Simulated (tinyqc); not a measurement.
MOSFET in the linear regime without short-channel effects, parameter extraction from computed curves: two steps of the calculation.

Inversion charge Q = Cox n Vt W0(exp((Vg - VT)/(n Vt))), W0 the Lambert function and n = nf; u = Q/Cox; mobility mu = mu0/(1 + th1 u + th2 u^2); channel resistance Rch = (L - dL)/(W mu Q); Id = Vd/(Rch + Rsd/W). Cox = eps0 eox/tox. Small Vd, no channel-length or drain effects.

Values chosen for this exercise; channel values of the order met in silicon transistors: relative permittivity of the gate insulator (close to silicon dioxide) eox = 3.9; insulator thickness tox = 2 nm; low-field mobility mu0 = 140 cm^2/(V s); second mobility attenuation factor th2 = 0.27 1/V^2; threshold voltage VT = 0.23 V; gate width W = 1 um; drawn gate length L = 0.15 um; drawn less effective length dL = 0.011 um; drain voltage Vd = 0.01 V.

Constants: eps0 = 8.8541878128e-14 F/cm where lengths are in cm. Results are converted to the units shown.

Question 1. Threshold and mobility at the peak transconductance. gm_i = (Id_(i+1) - Id_(i-1))/(Vg_(i+1) - Vg_(i-1)); at the point j of largest gm the tangent meets the axis at V_ext = Vg_j - Id_j/gm_j; field-effect mobility gm_j L/(W Cox Vd) with the drawn L.

```
point	Vg (V)	Id (uA)
0	-0.07	2.3178302e-4
1	0.08	0.012102618
2	0.23	0.36448268
3	0.38	1.7160832
4	0.53	3.2374745
5	0.68	4.5375495
6	0.83	5.5801509
7	0.98	6.3961903
8	1.13	7.0256857
9	1.28	7.5049893
10	1.43	7.8643408
11	1.58	8.1281211
```

Give: gm; j; V_ext; field-effect mobility.

Answer 1.

gm, point 1 to 10 (uS): 1.2142  5.6799  9.5766  9.4049  7.8089  6.1955  4.8184  3.6960  2.7955  2.0771
j = 3
V_ext = 0.20081 V
field-effect mobility = 83.200 cm^2/(V s)

V_ext is 29 mV below the model VT, and the mobility so found is 45 % below mu0 L/(L - dL) = 151 cm^2/(V s), the value for the drawn L; attenuation, series resistance and the slow approach of Q to a straight line all lower the peak gm.

Question 2. The Y function. Y_i = Id_i/sqrt(gm_i). For Id = beta Vd x/(1 + th x), x = Vg - VT, Y = sqrt(beta Vd) x whatever th. Slope s from points 7 and 10; VT_Y = Vg - Y/s at point 10; beta = s^2/Vd; mobility beta L/(W Cox) with the drawn L; th* = (beta Vd x/Id - 1)/x at point 10.

```
point	Vg (V)	Id (uA)
0	-0.07	2.3178302e-4
1	0.08	0.012102618
2	0.23	0.36448268
3	0.38	1.7160832
4	0.53	3.2374745
5	0.68	4.5375495
6	0.83	5.5801509
7	0.98	6.3961903
8	1.13	7.0256857
9	1.28	7.5049893
10	1.43	7.8643408
11	1.58	8.1281211
```

gm, point 1 to 10 (uS): 1.2141696  5.6799353  9.5766394  9.4048875  7.8089214  6.1954694  4.8184492  3.6959967  2.7955172  2.0771059

Wanted: Y; s; VT_Y; beta; mobility from Y; th*.

Answer 2.

Y, point 1 to 10 (uA^0.5 V^0.5): 0.010983  0.15293  0.55454  1.0557  1.6238  2.2419  2.9139  3.6545  4.4887  5.4567
s = 5.6509 uA^0.5 V^-0.5
VT_Y = 0.46435 V
beta = 3193.2 uA/V^2
mobility from Y = 277.42 cm^2/(V s)
th* = 3.0248 1/V

The mobility from Y is 84 % above mu0 L/(L - dL) = 151 cm^2/(V s), which it should reach in deep inversion when th2 = 0.

Computed by the program tinyqc: `OMP_NUM_THREADS=1 python tinyqc.py 2210103 2210104 out.jsonl`, one thread of a shared Intel Xeon 2.30GHz, about 0.01 s for the whole run.
